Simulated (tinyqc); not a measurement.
What each parameter does: interface roughness in a thin film (subband fluctuation and scattering).

Square well of width t, barriers V0, c = hbar^2/2m0: E1 solves k t + 2 atan[(k/mz)/(kappa/mb)] = pi, k = sqrt(mz E/c), kappa = sqrt(mb (V0 - E)/c). One interface is rough, so the subband edge fluctuates by G dt with G = |dE1/dt| (central difference of 0.01 angstrom; 2 E1/t for hard walls).

Gaussian roughness spectrum S(q) = pi D^2 Lc^2 exp(-q^2 Lc^2/4). Degenerate gas, taken to fill one subband (the second starts to fill once c kF^2/md exceeds E2 - E1, which is not tested here): kF = sqrt(2 pi Ns/gv), q = 2 kF sin(theta/2), 1/tau = (md/(2 pi c hbar)) G^2 times the integral from 0 to pi of S(q)(1 - cos theta)/eps(q)^2 dtheta, eps(q) = 1 + qs/q with screening (qs = gv md q0/(c eps), q0 = e^2/(4 pi eps0), form factors left out, which overstates the screening; other scattering is left out too, so these values lie far above measured mobilities in all but the thinnest films) or 1 without; mobility = tau c2/md with c2 = e/m0 = 1.75882e15 cm^2/(V s^2); 1e12/cm^2 = 1e-4/angstrom^2.

Constants: hbar^2/2m0 = 3.80998211 eV angstrom^2; hbar = 6.58211957e-16 eV s; e^2/(4 pi eps0) = 14.39964547 eV angstrom.

Values chosen for the exercise (near those of a thin InGaAs channel; shifted at random, so the results belong to these values and not to a real crystal):

| symbol | value | unit | meaning |
|---|---|---|---|
| t | 64 | angstrom | film thickness |
| mz | 0.046 | m0 | confinement mass |
| V0 | 2.08 | eV | barrier |
| mb | 0.23 | m0 | barrier mass |
| md | 0.046 | m0 | mass in the plane |
| gv | 1 |  | valleys |
| D | 3.7 | angstrom | rms height of the roughness |
| Lc | 16 | angstrom | correlation length |
| Ns | 1.2 | x 1e12/cm^2 | sheet density |
| eps | 11.2 |  | mean dielectric constant at the channel |

G, G D, and the screened mobility.

One parameter was then changed.

Results before and after:

| case | G (meV/angstrom) | G D (meV) | mobility (cm^2/(V s)) |
|---|---|---|---|
| base | 2.245 | 8.31 | 1.576e+05 |
| changed | 2.157 | 7.98 | 1.707e+05 |

Which of these changes was made? (a) Lc = 24 angstrom; (b) V0 = 1.46 eV; (c) Ns = 1.92 x 1e12/cm^2; (d) D = 4.81 angstrom; (e) eps = 13.4; (f) t = 60 angstrom; (g) md = 0.053 m0; (h) mz = 0.053 m0.

Answer: (h) mz = 0.053 m0. Of the candidates, run in turn, only this one gives the changed row.

All candidates:

| case | G (meV/angstrom) | G D (meV) | mobility (cm^2/(V s)) |
|---|---|---|---|
| base | 2.245 | 8.31 | 1.576e+05 |
| t = 60 angstrom | 2.591 | 9.58 | 1.184e+05 |
| D = 4.81 angstrom | 2.245 | 10.80 | 9.325e+04 |
| Lc = 24 angstrom | 2.245 | 8.31 | 8.425e+04 |
| Ns = 1.92 x 1e12/cm^2 | 2.245 | 8.31 | 1.544e+05 |
| mz = 0.053 m0 | 2.157 | 7.98 | 1.707e+05 |
| md = 0.053 m0 | 2.245 | 8.31 | 1.280e+05 |
| V0 = 1.46 eV | 1.947 | 7.20 | 2.097e+05 |
| eps = 13.4 | 2.245 | 8.31 | 1.448e+05 |

In the base case G D is 0.13 times EF - E1 = 62.4 meV.

(tinyqc, `OMP_NUM_THREADS=1 python tinyqc.py 1251932 1251933 out.jsonl`, Intel(R) Xeon(R) Processor @ 2.30GHz, 1 thread, shared host, about 0.01 s.)
